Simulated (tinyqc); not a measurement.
Stoner model of a band ferromagnet, step by step. Values are carried at full precision from step to step, so a last printed digit may differ when a step is redone from the rounded ones.

Density of states per atom and spin: flat with a rise to the top, D(e) = (M/W) [1 - sp + 4 sp (e/W + 1/2)^3]. Levels e -/+ I m/2 for up and down spin, m = n_up - n_down, n_up + n_down = nd. At zero temperature e(N) is the energy below which N states lie, and E(m) = sum over spins of integral e D de - I m^2/4.

Inputs chosen for the exercise: W = 5.5 eV (band width, e from -W/2 to W/2); M = 5 (states per atom and spin); nd = 7.08 (electrons per atom); sp = 0.24 (shape parameter); I = 0.97 eV (Stoner parameter).

## The paramagnetic state and the Stoner criterion

Find EF from nd/2 states per spin, D(EF) and the product I D(EF); below 1 the susceptibility is enhanced by 1/(1 - I D).

EF = 1.6574 eV
D(EF) = 1.1400 1/eV
I D(EF) = 1.1058

The paramagnet is unstable.

## Energy against moment

Tabulate the splitting that the band needs, e(n_up) - e(n_down), against I m, and E(m) - E(0), at nine moments up to saturation m_max = min(nd, 2M - nd).

Energy curve:
```
m      e(n_up) (eV)  e(n_down) (eV)  difference (eV)  I m (eV)  E - E(0) (meV)
0.000        1.6574          1.6574           0.0000    0.0000             0.0
0.365        1.8142          1.4939           0.3203    0.3540            -3.1
0.730        1.9644          1.3230           0.6414    0.7081           -12.3
1.095        2.1085          1.1446           0.9639    1.0621           -27.4
1.460        2.2469          0.9582           1.2887    1.4162           -48.0
1.825        2.3799          0.7637           1.6163    1.7703           -73.7
2.190        2.5079          0.5608           1.9471    2.1243          -104.0
2.555        2.6312          0.3495           2.2817    2.4783          -138.2
2.920        2.7500          0.1300           2.6200    2.8324          -175.5
```

dE/dm is half of (difference - I m), so E falls wherever I m exceeds the difference.

## The ground state

Take the lowest of E(0), the stationary points e(n_up) - e(n_down) = I m, and saturation.

m = 2.920 muB
exchange splitting I m = 2.832 eV
E - E(0) = -175.5 meV

n_up, n_down: 5.000  2.080

The moment is saturated (a strong ferromagnet): the majority band is full.

## Checks

- States in the band over M against 1: both 1.000000.

Run: tinyqc, `OMP_NUM_THREADS=1 python tinyqc.py 1680493 1680494 out.jsonl`; Intel(R) Xeon(R) Processor @ 2.30GHz, one thread, shared host; about 0.3 s of CPU time with all checks.
